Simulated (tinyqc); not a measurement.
RHF in the sto-6g basis, for H6, spin multiplicity 1, step by step. One step of it, computed by the program tinyqc.

Question. Iteration 1: building the Fock matrix. J_ij = sum D_kl (ij|kl), K_ij = sum D_kl (ik|jl); F = H + J - 0.5 K; E = tr D H + tr D J / 2 - 0.25 tr D K + E_nn.

D at the start:
```
           1H 1s      2H 1s      3H 1s      4H 1s      5H 1s      6H 1s
1H 1s   0.226316   0.499573  -0.009850  -0.141750   0.043362   0.034071
2H 1s   0.499573   1.111145   0.045900  -0.267108   0.028525   0.043362
3H 1s  -0.009850   0.045900   0.682281   0.591784  -0.267108  -0.141750
4H 1s  -0.141750  -0.267108   0.591784   0.682281   0.045900  -0.009850
5H 1s   0.043362   0.028525  -0.267108   0.045900   1.111145   0.499573
6H 1s   0.034071   0.043362  -0.141750  -0.009850   0.499573   0.226316
```

core Hamiltonian H = T + V (hartree):
```
           1H 1s      2H 1s      3H 1s      4H 1s      5H 1s      6H 1s
1H 1s  -1.705976  -1.350948  -0.167197  -0.043710  -0.002165  -0.000385
2H 1s  -1.350948  -1.918954  -0.555641  -0.172740  -0.010692  -0.002165
3H 1s  -0.167197  -0.555641  -2.066006  -1.503554  -0.172740  -0.043710
4H 1s  -0.043710  -0.172740  -1.503554  -2.066006  -0.555641  -0.167197
5H 1s  -0.002165  -0.010692  -0.172740  -0.555641  -1.918954  -1.350948
6H 1s  -0.000385  -0.002165  -0.043710  -0.167197  -1.350948  -1.705976
```

Two-electron integrals (ij|kl) in chemists' order, unique and non-zero (hartree):
```
(11|11) 0.774999   (21|11) 0.418530   (21|21) 0.267819   (22|11) 0.552815
(22|21) 0.418530   (22|22) 0.774999   (31|11) 0.030278   (31|21) 0.021585
(31|22) 0.038545   (31|31) 0.002387   (32|11) 0.083790   (32|21) 0.065567
(32|22) 0.129446   (32|31) 0.008609   (32|32) 0.033541   (33|11) 0.227748
(33|21) 0.173194   (33|22) 0.338679   (33|31) 0.030278   (33|32) 0.129446
(33|33) 0.774999   (41|11) 0.006371   (41|21) 0.004573   (41|22) 0.008241
(41|31) 0.000547   (41|32) 0.002034   (41|33) 0.008241   (41|41) 0.000132
(42|11) 0.020248   (42|21) 0.015564   (42|22) 0.030278   (42|31) 0.002175
(42|32) 0.008609   (42|33) 0.038545   (42|41) 0.000547   (42|42) 0.002387
(43|11) 0.123268   (43|21) 0.091288   (43|22) 0.173194   (43|31) 0.015564
(43|32) 0.065567   (43|33) 0.418530   (43|41) 0.004573   (43|42) 0.021585
(43|43) 0.267819   (44|11) 0.170308   (44|21) 0.123268   (44|22) 0.227748
(44|31) 0.020248   (44|32) 0.083790   (44|33) 0.552815   (44|41) 0.006371
(44|42) 0.030278   (44|43) 0.418530   (44|44) 0.774999   (51|11) 0.000220
(51|21) 0.000161   (51|22) 0.000297   (51|31) 0.000021   (51|32) 0.000082
(51|33) 0.000373   (51|41) 0.000006   (51|42) 0.000024   (51|43) 0.000228
(51|44) 0.000353   (51|51) 2.60e-07   (52|11) 0.000927   (52|21) 0.000694
(52|22) 0.001318   (52|31) 0.000101   (52|32) 0.000399   (52|33) 0.001951
(52|41) 0.000027   (52|42) 0.000120   (52|43) 0.001223   (52|44) 0.001951
(52|51) 1.33e-06   (52|52) 0.000007   (53|11) 0.011012   (53|21) 0.007894
(53|22) 0.014429   (53|31) 0.001239   (53|32) 0.005028   (53|33) 0.030278
(53|41) 0.000371   (53|42) 0.001720   (53|43) 0.021585   (53|44) 0.038545
(53|51) 0.000021   (53|52) 0.000120   (53|53) 0.002387   (54|11) 0.033618
(54|21) 0.023670   (54|22) 0.042363   (54|31) 0.003556   (54|32) 0.014134
(54|33) 0.083790   (54|41) 0.001089   (54|42) 0.005028   (54|43) 0.065567
(54|44) 0.129446   (54|51) 0.000069   (54|52) 0.000399   (54|53) 0.008609
(54|54) 0.033541   (55|11) 0.113998   (55|21) 0.078568   (55|22) 0.137234
(55|31) 0.011012   (55|32) 0.042363   (55|33) 0.227748   (55|41) 0.003227
(55|42) 0.014429   (55|43) 0.173194   (55|44) 0.338679   (55|51) 0.000220
(55|52) 0.001318   (55|53) 0.030278   (55|54) 0.129446   (55|55) 0.774999
(61|11) 0.000032   (61|21) 0.000023   (61|22) 0.000044   (61|31) 3.31e-06
(61|32) 0.000013   (61|33) 0.000063   (61|41) 8.85e-07   (61|42) 3.89e-06
(61|43) 0.000039   (61|44) 0.000063   (61|51) 4.38e-08   (61|52) 2.30e-07
(61|53) 3.89e-06   (61|54) 0.000013   (61|55) 0.000044   (61|61) 7.58e-09
(62|11) 0.000159   (62|21) 0.000117   (62|22) 0.000220   (62|31) 0.000017
(62|32) 0.000069   (62|33) 0.000353   (62|41) 4.78e-06   (62|42) 0.000021
(62|43) 0.000228   (62|44) 0.000373   (62|51) 2.48e-07   (62|52) 1.33e-06
(62|53) 0.000024   (62|54) 0.000082   (62|55) 0.000297   (62|61) 4.38e-08
(62|62) 2.60e-07   (63|11) 0.002523   (63|21) 0.001788   (63|22) 0.003227
(63|31) 0.000272   (63|32) 0.001089   (63|33) 0.006371   (63|41) 0.000081
(63|42) 0.000371   (63|43) 0.004573   (63|44) 0.008241   (63|51) 4.78e-06
(63|52) 0.000027   (63|53) 0.000547   (63|54) 0.002034   (63|55) 0.008241
(63|61) 8.85e-07   (63|62) 0.000006   (63|63) 0.000132   (64|11) 0.008914
(64|21) 0.006218   (64|22) 0.011012   (64|31) 0.000907   (64|32) 0.003556
(64|33) 0.020248   (64|41) 0.000272   (64|42) 0.001239   (64|43) 0.015564
(64|44) 0.030278   (64|51) 0.000017   (64|52) 0.000101   (64|53) 0.002175
(64|54) 0.008609   (64|55) 0.038545   (64|61) 3.31e-06   (64|62) 0.000021
(64|63) 0.000547   (64|64) 0.002387   (65|11) 0.066270   (65|21) 0.045344
(65|22) 0.078568   (65|31) 0.006218   (65|32) 0.023670   (65|33) 0.123268
(65|41) 0.001788   (65|42) 0.007894   (65|43) 0.091288   (65|44) 0.173194
(65|51) 0.000117   (65|52) 0.000694   (65|53) 0.015564   (65|54) 0.065567
(65|55) 0.418530   (65|61) 0.000023   (65|62) 0.000161   (65|63) 0.004573
(65|64) 0.021585   (65|65) 0.267819   (66|11) 0.097490   (66|21) 0.066270
(66|22) 0.113998   (66|31) 0.008914   (66|32) 0.033618   (66|33) 0.170308
(66|41) 0.002523   (66|42) 0.011012   (66|43) 0.123268   (66|44) 0.227748
(66|51) 0.000159   (66|52) 0.000927   (66|53) 0.020248   (66|54) 0.083790
(66|55) 0.552815   (66|61) 0.000032   (66|62) 0.000220   (66|63) 0.006371
(66|64) 0.030278   (66|65) 0.418530   (66|66) 0.774999
```

nuclear repulsion = 4.42457932 hartree

Give: Coulomb J; exchange K; Fock matrix F; total energy of this density.

Answer.

Coulomb J (hartree):
```
        1H 1s   2H 1s   3H 1s   4H 1s   5H 1s   6H 1s
1H 1s  1.8311  1.2787  0.1436  0.0362  0.0017  0.0003
2H 1s  1.2787  2.2404  0.5257  0.1514  0.0088  0.0017
3H 1s  0.1436  0.5257  2.3948  1.4971  0.1514  0.0362
4H 1s  0.0362  0.1514  1.4971  2.3948  0.5257  0.1436
5H 1s  0.0017  0.0088  0.1514  0.5257  2.2404  1.2787
6H 1s  0.0003  0.0017  0.0362  0.1436  1.2787  1.8311
```

exchange K (hartree):
```
        1H 1s   2H 1s   3H 1s   4H 1s   5H 1s   6H 1s
1H 1s  0.8907  0.9724  0.1343  0.0083  0.0025  0.0060
2H 1s  0.9724  1.3646  0.3181  0.1019  0.0043  0.0025
3H 1s  0.1343  0.3181  1.2128  1.0269  0.1019  0.0083
4H 1s  0.0083  0.1019  1.0269  1.2128  0.3181  0.1343
5H 1s  0.0025  0.0043  0.1019  0.3181  1.3646  0.9724
6H 1s  0.0060  0.0025  0.0083  0.1343  0.9724  0.8907
```

Fock matrix F (hartree):
```
         1H 1s    2H 1s    3H 1s    4H 1s    5H 1s    6H 1s
1H 1s  -0.3202  -0.5585  -0.0907  -0.0117  -0.0017  -0.0031
2H 1s  -0.5585  -0.3608  -0.1889  -0.0722  -0.0041  -0.0017
3H 1s  -0.0907  -0.1889  -0.2776  -0.5199  -0.0722  -0.0117
4H 1s  -0.0117  -0.0722  -0.5199  -0.2776  -0.1889  -0.0907
5H 1s  -0.0017  -0.0041  -0.0722  -0.1889  -0.3608  -0.5585
6H 1s  -0.0031  -0.0017  -0.0117  -0.0907  -0.5585  -0.3202
```

total energy of this density = -3.188930 hartree
